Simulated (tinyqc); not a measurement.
Comparisons within one model: parabolic quantum dot in a magnetic field (Fock-Darwin). A value that a table varies takes the place of the one given here.

Two dimensions, V = m w0^2 r^2/2, one valley. hbar wc = 2 muB B/m, W = sqrt(w0^2 + wc^2/4), E(n, l, s) = (2n + |l| + 1) hbar W - l hbar wc/2 + s gs muB B, n = 0, 1, ..., l = 0, +/-1, ..., s = +/-1/2; length lam = sqrt(2c/(m hbar W)), c = hbar^2/2m0.

Two electrons, first order in the Coulomb energy: the singlet (0,0)^2 has 2W + J0 and the lowest triplet (0,0)(0,1) has 3W - wc/2 + J0/2 - Ez, with J0 = sqrt(pi/2) q/(eps lam), q = e^2/(4 pi eps0), Ez = |gs| muB B.

Exact treatment: the centre of mass separates with energy W, and the relative motion obeys [-(2c/m) Laplacian + (2c/m) r^2/(2 lam^2)^2 + q/(eps r)] psi = e_l psi for angular number l, solved in 14 Gaussians r^l exp(-a r^2), a = 1.7^i/(4 lam^2), i = -3 to 10. E(S) = W + e_0, E(T) = W + e_1 - wc/2 - Ez.

Constants: muB = 5.788381798e-05 eV/T; hbar^2/2m0 = 3.80998211 eV angstrom^2; e^2/(4 pi eps0) = 14.39964547 eV angstrom.

Inputs chosen for the exercise (near those of a gate-defined dot in InAs; not measured data):
- m = 0.0292 m0 (mass)
- gs = -8.25 (g factor)
- w0 = 1.8 meV (confinement energy hbar w0)
- Bs = (0, 0.11, 0.23, 0.36, 0.54, 0.82, 1.2) T (fields)
- eps = 14.8 (dielectric constant)
- B = 0.15 T (magnetic field)

## Levels against field

Six orbital levels without the Zeeman term.

Levels (meV):
```
B (T)  (0,0)  (0,1)  (0,-1)  (0,2)  (1,0)  (0,3)
0      1.800  3.600   3.600  5.400  5.400  7.200
0.11   1.813  3.408   3.844  5.003  5.439  6.598
0.23   1.857  3.258   4.170  4.659  5.571  6.060
0.36   1.936  3.159   4.586  4.382  5.809  5.604
0.54   2.094  3.118   5.259  4.142  6.283  5.166
0.82   2.425  3.225   6.476  4.025  7.276  4.825
1.2    2.983  3.587   8.345  4.192  8.949  4.796
```

(0,2) crosses (0,-1) where W = 3 wc/2, that is wc = w0/sqrt(2), B = 0.32 T, and (0,3) crosses it at W = wc, B = 0.52 T. States with n = 0 and l >= 0 draw together into the lowest Landau level: their spacing W - wc/2 shrinks from 1.80 to 0.60 meV, while (0,-1) climbs to 5.36 meV above (0,0).

## Singlet against triplet in a field

For each field, first order and exact.

Energies (meV):
```
B (T)     J0  W - wc/2     Ez  E(T) - E(S), first order  exact
0      3.203     1.800  0.000                     0.199   0.91
0.11   3.214     1.595  0.053                    -0.065   0.65
0.23   3.253     1.401  0.110                    -0.335   0.38
0.36   3.322     1.223  0.172                    -0.610   0.11
0.54   3.454     1.024  0.258                    -0.961  -0.23
0.82   3.718     0.800  0.392                    -1.451  -0.69
1.2    4.123     0.604  0.573                    -2.030  -1.25
```

Exactly, the triplet drops below the singlet between 0.36 and 0.54 T. First order puts the crossing between 0 and 0.11 T; with J0/W = 1.78 at zero field it misses the splitting there by 0.71 meV. From the first row to the last the orbital cost falls by 1.20 meV, the Coulomb gain J0/2 (half direct, half exchange) grows by 0.46 meV and the Zeeman gain by 0.57 meV. States of higher angular number, which take over at higher fields, in soft dots already within such a table, are left out.

## What each parameter does

The two modes W +/- wc/2, lam and the exact E(T) - E(S), with q = e^2/(4 pi eps0) and Ez = |gs| muB B. Each row changes one parameter from the base and keeps the others.

Results:
```
case           upper mode (meV)  lower mode (meV)  lam (angstrom)  E(T) - E(S) (meV)
base                      2.122             1.527           378.2               0.56
B = 0.22 T                2.288             1.416           375.4               0.41
w0 = 1.44 meV             1.768             1.173           421.3               0.34
m = 0.0336 m0             2.077             1.560           353.1               0.56
gs = -12.38               2.122             1.527           378.2               0.52
eps = 12.6                2.122             1.527           378.2               0.48
```

The largest shifts from the base row, up to three for each result and ties (the steps differ in size, so this ranks the rows, not the parameters). upper mode (meV): w0 -0.354, B +0.166, m -0.045; unchanged at the printed digits by gs and eps. lower mode (meV): w0 -0.354, B -0.111, m +0.033; unchanged at the printed digits by gs and eps. lam (angstrom): w0 +43.1, m -25.1, B -2.8; unchanged at the printed digits by gs and eps. E(T) - E(S) (meV): w0 -0.22, B -0.15, eps -0.07; unchanged at the printed digits by m.

Program tinyqc; command `OMP_NUM_THREADS=1 python tinyqc.py 1251422 1251423 out.jsonl`; about 0.07 s on one thread of a shared Intel(R) Xeon(R) Processor @ 2.30GHz.
